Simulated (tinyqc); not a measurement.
Extended Hueckel theory, for BeH2+, step by step. The parameters take no account of the charge, which enters only through the electron count. Computed by tinyqc, a small Python program that keeps every step (integrals from PySCF). Settings: charge = 1, K = 2.0, weighted = 1, multiplicity = 2. Command: `OMP_NUM_THREADS=1 python tinyqc.py 20297 20298 out.jsonl` (the two numbers bound the seeds that draw the settings). One thread of a shared host (Intel(R) Xeon(R) Processor @ 2.60GHz), about 0.01 s of CPU time with the checks.

## Overlaps

Geometry (angstrom):
```
atom,x,y,z
Be,0.000000,0.000000,0.000000
H,0.000000,1.434000,0.000000
H,0.000000,-1.386000,0.000000
```

Parameters chosen for this run:
```
element,shell,Slater exponent,H_ii (eV)
H,1s,1.300000,-13.600000
Be,2s,0.975000,-10.000000
Be,2p,0.975000,-6.000000
```

Slater orbitals, each expanded in six Gaussians scaled to its exponent.

overlap S:
```
,1Be 2s,1Be 2px,1Be 2py,1Be 2pz,2H 1s,3H 1s
1Be 2s,1.000000,0.000000,0.000000,0.000000,0.422279,0.437852
1Be 2px,0.000000,1.000000,0.000000,0.000000,0.000000,0.000000
1Be 2py,0.000000,0.000000,1.000000,0.000000,0.521171,-0.532544
1Be 2pz,0.000000,0.000000,0.000000,1.000000,0.000000,0.000000
2H 1s,0.422279,0.000000,0.521171,0.000000,1.000000,0.023459
3H 1s,0.437852,0.000000,-0.532544,0.000000,0.023459,1.000000
```

## Wolfsberg-Helmholz matrix

diagonal H_ii (eV): 1Be 2s -10.000000, 1Be 2px -6.000000, 1Be 2py -6.000000, 1Be 2pz -6.000000, 2H 1s -13.600000, 3H 1s -13.600000

K = 2.000000

H_ij = K' S_ij (H_ii + H_jj)/2 for i != j (the diagonal keeps H_ii), with K' = K + D^2 + D^4 (1 - K), D = (H_ii - H_jj)/(H_ii + H_jj), K = 2.

H (eV):
```
,1Be 2s,1Be 2px,1Be 2py,1Be 2pz,2H 1s,3H 1s
1Be 2s,-10.000000,0.000000,0.000000,0.000000,-10.079029,-10.450740
1Be 2px,0.000000,-6.000000,0.000000,0.000000,0.000000,0.000000
1Be 2py,0.000000,0.000000,-6.000000,0.000000,-10.867412,11.104565
1Be 2pz,0.000000,0.000000,0.000000,-6.000000,0.000000,0.000000
2H 1s,-10.079029,0.000000,-10.867412,0.000000,-13.600000,-0.638090
3H 1s,-10.450740,0.000000,11.104565,0.000000,-0.638090,-13.600000
```

## Orbitals

valence electrons = 3

Solve H C = S C e through S^(-1/2); fill by pairs from the bottom, a degenerate level sharing its electrons equally; each orbital has its largest coefficient positive (the first on a tie).

orbital energies (eV): -16.693239  -15.223821  -6.000000  -6.000000  6.229070  25.610705

occupations: 2.000000  1.000000  0.000000  0.000000  0.000000  0.000000

coefficients:
```
,MO1,MO2,MO3,MO4,MO5,MO6
1Be 2s,0.435431,0.008386,0.000000,0.000000,1.170495,-0.087027
1Be 2px,0.000000,0.000000,0.914148,0.405380,0.000000,0.000000
1Be 2py,-0.006938,0.333127,0.000000,0.000000,0.069651,1.484382
1Be 2pz,0.000000,0.000000,-0.405380,0.914148,0.000000,0.000000
2H 1s,0.460200,0.533567,0.000000,0.000000,-0.772250,-0.902337
3H 1s,0.483872,-0.503015,0.000000,0.000000,-0.696697,1.013293
```

sum of one-electron energies = -48.610299 eV

Within a degenerate level the vectors are fixed only up to a rotation; this is one choice.

## Mulliken analysis

P = C n C^T; charge = valence electrons (H 1, Be 2) minus the sum of (P S)_ii on the atom; overlap population = 2 sum P_ij S_ij between two atoms.

charges: 1Be 0.973756, 2H 0.027154, 3H -0.000910

Overlap populations:
```
pair,value
2-1,0.520867
3-1,0.550941
3-2,0.008303
```
